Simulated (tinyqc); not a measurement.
# Effect of surface-potential fluctuations

The band bending varies over the area as a Gaussian of deviation ss (in units of Vt), so Gp/w = q Dit times the Gaussian mean of ln(1 + y^2)/(2 y), y = x exp(-u), u of deviation ss, x = w tau at the mean bending. Listed: the x of the peak, its height over q Dit, the Dit that the rule Gp/w = 0.40237 q Dit would give, and Gp/w at five times the peak frequency over the peak.

Values chosen for this exercise:

| symbol | value | unit | meaning |
|---|---|---|---|
| Dit | 9.3e11 | cm^-2 eV^-1 | interface trap density |

Constants: q = 1.602176634e-19 C. Results are converted to the units shown.

Result of one run:
```
x at the peak	height/(q Dit)	peak Gp/w (nF/cm^2)	apparent Dit (cm^-2 eV^-1)	ratio at 5 f_peak
1.980	0.4024	59.95	9.300e11	0.5767
```

Which deviation of the band bending over Vt ss gave this result: 0, 1.29, 1.71, 2.14 or 3?

ss = 0.

The whole series:
```
ss	x at the peak	height/(q Dit)	peak Gp/w (nF/cm^2)	apparent Dit (cm^-2 eV^-1)	ratio at 5 f_peak
0	1.980	0.4024	59.95	9.300e11	0.5767
0.43	2.055	0.3826	57.01	8.843e11	0.6012
0.86	2.183	0.3405	50.74	7.871e11	0.6646
1.29	2.294	0.2967	44.21	6.858e11	0.7356
1.71	2.379	0.2592	38.62	5.991e11	0.7938
2.14	2.445	0.2273	33.87	5.253e11	0.8391
2.57	2.496	0.2011	29.97	4.649e11	0.8727
3	2.535	0.1797	26.77	4.153e11	0.8976
```

The height falls from 0.402 to 0.180 and the ratio at five times the peak frequency rises from 0.577 to 0.898: the peak grows lower and wider, as patches with different time constants add. The uncorrected rule understates Dit by a factor of 2.24 in the last row; the width ratio gives ss and so the correction.

Computed by the program tinyqc: `OMP_NUM_THREADS=1 python tinyqc.py 2030118 2030119 out.jsonl`, one thread of a shared Intel Xeon 2.30GHz, about 0.02 s for the whole run.
